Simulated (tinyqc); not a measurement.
What moves the results: pi bands of a honeycomb layer in tight binding. A value that a table varies takes the place of the one given here.

Lattice vectors a (1,0) and a (1/2, sqrt3/2); f = exp(i ky a/sqrt3) + 2 cos(kx a/2) exp(-i ky a/(2 sqrt3)), w = |f|. H = [[D - t2 F, -t f], [., -D - t2 F]] with F = w^2 - 3, S = [[1, s0 f], [., 1]]; the levels solve det(H - E S) = 0. K = (4 pi/3a, 0), M = (pi/a, pi/(sqrt3 a)); w = 3, 1, 0 at Gamma, M, K.

Parameters, chosen for this exercise (of the size used for hexagonal BN; the results hold for these values, not for the real material): a = 2.5 angstrom (lattice constant); t = 2.21 eV (nearest hopping); t2 = 0 eV (second-neighbour hopping); s0 = 0 (overlap of neighbours); D = 2.91 eV (+D on A, -D on B).

## How far the cone holds

Upper and lower levels at distance q from K towards Gamma (-x) and towards M (+x), measured from 3 t2; cone: sqrt(D^2 + (hbar v q)^2), hbar v = (sqrt3/2) a (t + 3 t2 s0).

Levels (eV):

| q (1/angstrom) | cone | upper, to Gamma | lower, to Gamma | upper, to M | lower, to M |
|---|---|---|---|---|---|
| 0.02 | 2.9116 | 2.9116 | -2.9116 | 2.9116 | -2.9116 |
| 0.05 | 2.9198 | 2.9202 | -2.9202 | 2.9195 | -2.9195 |
| 0.10 | 2.9491 | 2.9517 | -2.9517 | 2.9461 | -2.9461 |
| 0.15 | 2.9972 | 3.0057 | -3.0057 | 2.9872 | -2.9872 |
| 0.20 | 3.0633 | 3.0822 | -3.0822 | 3.0397 | -3.0397 |
| 0.30 | 3.2448 | 3.2997 | -3.2997 | 3.1665 | -3.1665 |
| 0.40 | 3.4830 | 3.5919 | -3.5919 | 3.3040 | -3.3040 |
| 0.60 | 4.0878 | 4.3269 | -4.3269 | 3.5402 | -3.5402 |

At q = 0.2 the upper band lies +19 meV from the cone towards Gamma and -24 meV towards M; half their difference, 21 meV, is the trigonal warping, steeper towards Gamma, and their mean, -2 meV, comes from the bending of the band. All four values stay within 5 % of the cone up to q = 0.3. Upper and lower bands are mirror images.

## What each parameter does

Gap at K, difference at M, and the two levels at Gamma, from (e - E)^2 - D^2 - (t + s0 E)^2 w^2 = 0, e = -t2 (w^2 - 3). Each row changes one parameter from the base and keeps the others.

Results:

| case | gap at K (eV) | difference at M (eV) | lower at Gamma (eV) | upper at Gamma (eV) |
|---|---|---|---|---|
| base | 5.8200 | 7.3081 | -7.2405 | 7.2405 |
| t = 2.3205 eV | 5.8200 | 7.4439 | -7.5452 | 7.5452 |
| t2 = 0.05 eV | 5.8200 | 7.3081 | -7.5405 | 6.9405 |
| s0 = 0.03 | 5.8200 | 7.3126 | -6.6933 | 7.8964 |
| D = 3.01 eV | 6.0200 | 7.4684 | -7.2813 | 7.2813 |
| a = 2.55 angstrom | 5.8200 | 7.3081 | -7.2405 | 7.2405 |

The largest shifts from the base row, up to three for each result and ties (the steps differ in size, so this ranks the rows, not the parameters). gap at K (eV): D +0.2000; unchanged at the printed digits by t, t2, s0 and a. difference at M (eV): D +0.1603, t +0.1357, s0 +0.0045; unchanged at the printed digits by t2 and a. lower at Gamma (eV): s0 +0.5472, t -0.3047, t2 -0.3000; unchanged at the printed digits by a. upper at Gamma (eV): s0 +0.6559, t +0.3047, t2 -0.3000; unchanged at the printed digits by a. At points fixed by symmetry a drops out; the gap at K is 2D whatever the hoppings.

tinyqc: `OMP_NUM_THREADS=1 python tinyqc.py 1482595 1482596 out.jsonl`; about 0.01 s, one thread, shared Intel(R) Xeon(R) Processor @ 2.30GHz.
